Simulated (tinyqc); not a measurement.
# Schottky emission and Poole-Frenkel conduction in an insulator, and how to tell them apart: activation energy against field

Schottky emission (electrode-limited): J = As T^2 exp[-(pb - b sqrt(F))/Vt], b = sqrt(q/(4 pi eps0 ei)). Poole-Frenkel emission (bulk-limited): J = s0 F exp[-(pt - 2 b sqrt(F))/Vt]. F in V/cm.

The activation energy is -d ln J/d(q/kB T) at fixed F.

Parameters, values chosen for the exercise; dielectric values close to those of aluminium oxide: temperature T = 300 K; high-frequency relative permittivity ei = 3.23; trap depth pt = 1.07 eV; Poole-Frenkel prefactor s0 = 0.095 S/cm; electrode barrier pb = 1.58 eV; Richardson constant As = 64 A/(cm^2 K^2).

Constants: q = 1.602176634e-19 C, kB = 1.380649e-23 J/K, Vt = kB T/q, eps0 = 8.8541878128e-14 F/cm where lengths are in cm. Results are converted to the units shown.

Results:
```
F (MV/cm)	sqrt(F) ((V/cm)^0.5)	J, Schottky (A/cm^2)	its Ea (eV)	J, Poole-Frenkel (A/cm^2)	its Ea (eV)
0.2	447.2	6.366e-19	1.537	2.993e-11	0.8811
0.69	830.7	1.459e-17	1.456	5.422e-8	0.7192
1.17	1082	1.133e-16	1.403	5.548e-6	0.6132
1.66	1288	6.132e-16	1.360	2.305e-4	0.5259
2.64	1625	9.568e-15	1.289	0.08925	0.3839
3.12	1766	3.040e-14	1.259	1.065	0.3241
3.61	1900	9.056e-14	1.231	10.93	0.2677
```

Estimate the missing row, F = 2.15 MV/cm.

Computed row:
```
F (MV/cm)	sqrt(F) ((V/cm)^0.5)	J, Schottky (A/cm^2)	its Ea (eV)	J, Poole-Frenkel (A/cm^2)	its Ea (eV)
2.15	1466	2.622e-15	1.322	0.005456	0.4508
```

With this row back in the table: Both activation energies fall linearly in sqrt(F), the Poole-Frenkel one twice as fast (0.881 to 0.268 eV against 1.54 to 1.23 eV). They extrapolate to pt = 1.07 eV and to pb + 2 kB T = 1.63 eV, the 2 kB T coming from the T^2. The Schottky current is the smaller one in every row. For F = 2.15, 2.64, 3.12, 3.61 a Fowler-Nordheim estimate for tunnelling through pb with a mass of 0.4 m0 exceeds the Schottky current, so tunnelling, left out here, would compete.

Numbers from tinyqc (`OMP_NUM_THREADS=1 python tinyqc.py 2370035 2370036 out.jsonl`; about 0.01 s on one thread of a shared Intel Xeon 2.30GHz).
